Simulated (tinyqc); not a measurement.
Inside a calculation: band offset from the macroscopic average of a supercell potential. Values are carried at full precision from step to step, so a last printed digit may differ when a step is redone from the rounded ones.

A model of the planar-averaged electrostatic energy of an electron in a periodic cell of N1 periods of A (L1 = N1 n1 h) and N2 periods of B (L2 = N2 n2 h), on z_j = j h: V(z) = f VA + (1 - f) VB + F t(z), VA = V1[0] + V1[1] cos(2 pi z/(n1 h)) + V1[2] cos(4 pi z/(n1 h)), VB the same with V2, n2 and z - L1. f = [tanh(z/w) - tanh((z - L1)/w) + tanh((z - L1 - L2)/w)]/2 + 1/2; t(z) = z - L1/2 in A and (L1/L2)(L1 + L2/2 - z) beyond, so that the cell is periodic.

Constants: e^2/(4 pi eps0) = 14.39964547 eV angstrom.

Inputs chosen for the exercise (gaps near those of GaAs and AlAs; the results hold for these values, not for the real material): h = 0.35 angstrom (grid step); n1 = 5 (grid points per period of A); n2 = 7 (grid points per period of B); N1 = 4 (periods of A); N2 = 4 (periods of B); V1 = (-10.52, 2.81, -0.18) eV (mean and two harmonics of the potential in A); V2 = (-4.65, 1.29, -0.17) eV (the same in B); w = 0.43 angstrom (width of the interfaces); F = 0 eV/angstrom (slope in A from opposite charges on the two interfaces); Ev1 = 4.82 eV (valence top of bulk A above its mean potential); Eg1 = (0.52, 1.58) eV (gap of A: semi-local value, corrected value); fv1 = 0.34 (share of the correction that lowers the valence top of A); Ev2 = -1.41 eV (valence top of bulk B above its mean potential); Eg2 = (1.45, 2.33) eV (gap of B: semi-local value, corrected value); fv2 = 0.55 (the same share for B); eps = 13 (dielectric constant at the interface).

## The planar average

Evaluate V on the grid, j = 0, 1, ...

V(z_j) (eV): [-5.849, -8.731, -12.592, -12.797, -9.499, -7.889, -9.506, -12.849, -12.849, -9.506, -7.890, -9.506, -12.849, -12.849, -9.506, -7.889, -9.501, -12.797, -12.550, -8.571, -5.710, -4.743, -5.083, -5.970, -5.924, -4.785, -3.808, -3.530, -3.808, -4.784, -5.918, -5.918, -4.784, -3.808, -3.530, -3.808, -4.784, -5.918, -5.918, -4.784, -3.808, -3.530, -3.808, -4.786, -5.924, -5.933, -4.959, -5.292]

## Running means

Running mean over n points, periodic: for odd n the plain mean of the n points centred on j; for even n the n + 1 points with half weight at both ends. The macroscopic average applies the mean over n1 points and then over n2 points.

Apply the first mean, then the second.

after the mean over n1 points (eV): [-7.485, -9.052, -9.894, -10.301, -10.456, -10.508, -10.518, -10.520, -10.520, -10.520, -10.520, -10.520, -10.520, -10.520, -10.519, -10.508, -10.448, -10.261, -9.826, -8.874, -7.331, -6.015, -5.486, -5.301, -5.114, -4.803, -4.371, -4.143, -4.370, -4.792, -5.042, -5.042, -4.792, -4.370, -4.143, -4.370, -4.792, -5.042, -5.042, -4.792, -4.370, -4.143, -4.371, -4.796, -5.082, -5.379, -5.591, -6.153]

macroscopic average (eV): [-7.693, -8.419, -9.121, -9.745, -10.178, -10.388, -10.478, -10.509, -10.518, -10.520, -10.520, -10.520, -10.518, -10.508, -10.471, -10.372, -10.137, -9.681, -9.038, -8.320, -7.585, -6.850, -6.132, -5.489, -5.033, -4.798, -4.699, -4.662, -4.652, -4.650, -4.650, -4.650, -4.650, -4.650, -4.650, -4.650, -4.650, -4.650, -4.650, -4.650, -4.651, -4.657, -4.705, -4.819, -5.074, -5.551, -6.220, -6.948]

Around the middle of B the first mean varies by 649 meV over five points and the second by 0 meV: one window removes only the period it matches.

## The potential line-up

Read the macroscopic average in the middle of each region, j = 10 and j = 34, and its slope in A by a central difference over two points each way.

plateau in A = -10.520 eV
plateau in B = -4.650 eV
dV = B - A = 5.870 eV
slope in A = 0.000 eV/angstrom

The plateaus are flat, so the line-up is well defined.

## Band offsets

dEv = Ev(A) - Ev(B) = Ev1 - (dV + Ev2); dEc = Ec(B) - Ec(A) = Eg2 - Eg1 - dEv. The correction of a gap, c = Eg[1] - Eg[0], lowers the valence top by fv c and leaves dV, a ground-state quantity, as it is. Type I: dEv and dEc of one sign; II: opposite signs; III: no overlap of the gaps.

Give the offsets with semi-local and with corrected band edges.

dEv, dEc, semi-local (eV): [0.360, 0.570]

lowering of the valence tops of A and B (eV): [0.360, 0.484]

dEv, dEc, corrected (eV): [0.484, 0.266]

The correction moves dEv by +0.12 eV and dEc by -0.30 eV; the type stays I.

## The dipole behind the step

A step dV of the mean electron energy from A to B across an interface equals 4 pi (e^2/4 pi eps0) times a dipole per area p (in e angstrom per angstrom^2). For a change of 0.1 eV in dV, give the charge per area moved over 2 angstrom in a medium of dielectric constant eps: sigma = 0.1 eps/(4 pi (e^2/4 pi eps0) 2). 1 angstrom^-2 = 1e16 cm^-2.

|p| = 0.03244 e/angstrom
sigma = 3.59e+13 e/cm^2

With about 7e14 atoms per cm^2 in a plane (as on a silicon (100) face), 5.1 % of an electron per atom shifts the line-up by 0.1 eV.

## Checks

- Line-up in a cell of 14 + 14 periods without slope against V2[0] - V1[0] (eV): both 5.8700.

Program tinyqc; command `OMP_NUM_THREADS=1 python tinyqc.py 1880547 1880548 out.jsonl`; about 0.01 s on one thread of a shared Intel(R) Xeon(R) Processor @ 2.30GHz.
